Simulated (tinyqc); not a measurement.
Worked calculation: defect equilibria of an oxide against oxygen pressure (mass action). Computed by tinyqc, a small Python program that keeps every step. Command: `OMP_NUM_THREADS=1 python tinyqc.py 3024960 3024961 out.jsonl brouwer walk`. One thread of a shared host (Intel(R) Xeon(R) Processor @ 2.30GHz), about 0.01 s of CPU time with the checks. Intermediate numbers are printed to about 6 digits and carried at full precision; extremes and crossings named in words are read from the listed rows.

Defects: oxygen vacancies V (charge +2), electrons n, holes p, the ionic partner X = O_i'' (charge -2). Activities are taken equal to concentrations.

Inputs (values chosen for the exercise, for a model oxide): reduction enthalpy H_r = 4.09 eV; prefactor K_r0 = 1.5e+68 cm^-9 atm^(1/2); gap E_g = 2.9 eV; prefactor N_c N_v = 2.5e+42 cm^-6; disorder enthalpy H_s = 3.11 eV; prefactor K_s0 = 1.3e+45 cm^-6; dopant density N_d = 0 cm^-3; temperature T = 900 K; oxygen pressure P = 1e-11 atm; electron mobility mu_n = 0.039 cm^2/(V s); hole mobility mu_p = 1.3 cm^2/(V s); vacancy diffusion prefactor D_0 = 0.29 cm^2/s; vacancy migration energy E_m = 0.64 eV.

Ionic disorder: anion Frenkel. Dopant (singly charged, fully ionised): none.

Constants: k_B = 8.617333262e-05 eV/K; e = 1.602176634e-19 C.

## Equilibrium constants

K_r = K_r0 exp(-H_r/k_B T) = [V] n^2 P^(1/2); K_i = N_c N_v exp(-E_g/k_B T) = n p; K_s = K_s0 exp(-H_s/k_B T) = [X] [V].

K_r = 1.87542e+45 cm^-9 atm^(1/2)

K_i = 1.44097e+26 cm^-6

K_s = 4.99701e+27 cm^-6

## Trial electron densities

Neutrality: 2 [V] + p = n + 2 [X]. With n as the unknown, [V] = K_r/(n^2 P^(1/2)), p = K_i/n, [X] = K_s/[V]; the log ratio is ln(positive/negative).

Densities (cm^-3):
```
n                 [V]            p          [X]  log ratio
1.00e+15  5.93061e+20  1.44097e+11  8.42579e+06    13.9862
1.00e+16  5.93061e+18  1.44097e+10  8.42579e+08     7.0784
1.00e+17  5.93061e+16  1.44097e+09  8.42579e+10     0.1707
1.00e+18  5.93061e+14  1.44097e+08  8.42579e+12    -6.7371
1.00e+19  5.93061e+12  1.44097e+07  8.42579e+14   -13.6450
```

## Solution at the given pressure

The root is found by 60 bisections in ln n between n = 1e-10 and 1e25 cm^-3.

n = 1.05855e+17 cm^-3

[V] = 5.29274e+16 cm^-3

p = 1.36127e+09 cm^-3

[X] = 9.44125e+10 cm^-3

The largest terms give the Brouwer balance 2 [V] = n; the smaller of the two terms is 100 % of the total charge of one sign.

## Conductivities

sigma_n = e n mu_n, sigma_p = e p mu_p, sigma_ion = 2 e [V] mu_V with mu_V = 2 e D/(k_B T) and D = D_0 exp(-E_m/k_B T); only the oxygen vacancies carry ionic current, and the ionic transport number is sigma_ion over the total.

sigma_n = 6.61431e-04 S/cm

sigma_p = 2.83530e-10 S/cm

sigma_ion = 3.30667e-05 S/cm

total conductivity = 6.94498e-04 S/cm

ionic transport number = 0.0476124

The conductor is mainly n-type electronic here.

## Brouwer diagram

The slope is d log n / d log P from this row and the one above; the last column names the largest term on each side. Pressures that give more than 3e21 cm^-3 are left out.

Log10 of the densities in cm^-3:
```
log10 P (atm)        n      [V]        p      [X]  slope of n    balance
-32            20.5247  20.2237   5.6339   7.4750           -  2 [V] = n
-28            19.8580  19.5570   6.3006   8.1417   -0.166667  2 [V] = n
-24            19.1914  18.8903   6.9673   8.8084   -0.166667  2 [V] = n
-20            18.5247  18.2237   7.6339   9.4750   -0.166667  2 [V] = n
-16            17.8580  17.5570   8.3006  10.1417   -0.166667  2 [V] = n
-12            17.1914  16.8903   8.9673  10.8084   -0.166667  2 [V] = n
-8             16.5247  16.2237   9.6339  11.4750   -0.166667  2 [V] = n
-4             15.8580  15.5571  10.3007  12.1416   -0.166680  2 [V] = n
0              15.1902  14.8927  10.9685  12.8060   -0.166948  2 [V] = n
```

Regimes: 2 [V] = n from log P = -32 to 0, where that balance predicts a slope of -1/6 and the table comes as close as -0.167.

## Conductivity against oxygen pressure

The formulas are those given above.

Log10 of the conductivities in S/cm:
```
log10 P (atm)    n-type    p-type     ionic     total  ionic transport number
-28            -0.34618  -12.3807  -1.64728  -0.32500               0.0476123
-24            -1.01285  -11.7141  -2.31394  -0.99166               0.0476123
-20            -1.67952  -11.0474  -2.98061  -1.65833               0.0476123
-16            -2.34618  -10.3807  -3.64728  -2.32500               0.0476123
-12            -3.01285   -9.7141  -4.31394  -2.99166               0.0476124
-8             -3.67952   -9.0474  -4.98060  -3.65833               0.0476129
-4             -4.34624   -8.3807  -5.64717  -4.32500               0.0476254
0              -5.01403   -7.7129  -6.31158  -4.99185               0.0478927
```

The ionic transport number stays at or below about 0.048: no electrolytic window. The total has no minimum inside this range.

Checks made by the program: the three mass-action laws (relative difference below 1e-10).
